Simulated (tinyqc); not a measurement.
Choosing the offset: vacuum evaporation: vapour pressure, source flux, thickness distribution, purity and step coverage. Computed by tinyqc, a small Python program. Command: `OMP_NUM_THREADS=1 python tinyqc.py 3113336 3113337 out.jsonl evap walk`. One thread of a shared host (Intel(R) Xeon(R) Processor @ 2.30GHz), about 0.01 s of CPU time with the checks.

Molecular flow, unit sticking of the metal, no re-evaporation. The background gas is taken as water vapour (18.015 g/mol, collision diameter 0.37 nm) at 300 K.

Inputs (values chosen for the exercise, modelled on copper, with constants for the liquid): directionality n = 3; source-to-wafer distance h = 68 cm; wafer radius R = 10 cm.

Method. Rotating wafer, source offset by s and facing upwards: thickness at radius r is the mean over the angle a of (1 + (r^2 + s^2 - 2 r s cos a)/h^2)^(-(n + 3)/2), by 360 equal steps; non-uniformity (max - min)/(max + min) over 21 radii from 0 to R. The curvature at the centre vanishes at s/h = sqrt(2/(n + 3)).

Against the offset:

| s/h | centre thickness | edge over centre | non-uniformity (%) |
|---|---|---|---|
| 0.0 | 1.0000 | 0.9378 | 3.2083 |
| 0.2 | 0.8890 | 0.9488 | 2.6255 |
| 0.4 | 0.6407 | 0.9748 | 1.2782 |
| 0.5 | 0.5120 | 0.9889 | 0.5567 |
| 0.6 | 0.3975 | 1.0019 | 0.0958 |
| 0.7 | 0.3023 | 1.0129 | 0.6407 |
| 0.8 | 0.2267 | 1.0215 | 1.0656 |
| 0.9 | 0.1686 | 1.0279 | 1.3761 |
| 1.1 | 0.0926 | 1.0349 | 1.7170 |

What does the comparison show, and why?

The best row, s/h = 0.6, has 0.096 % against 3.2 % on the axis, at the price of a rate lower by a factor 2.52; the small-wafer optimum is sqrt(2/(n + 3)) = 0.58.

Extremes, crossings and ranges named in words are read from the listed rows.
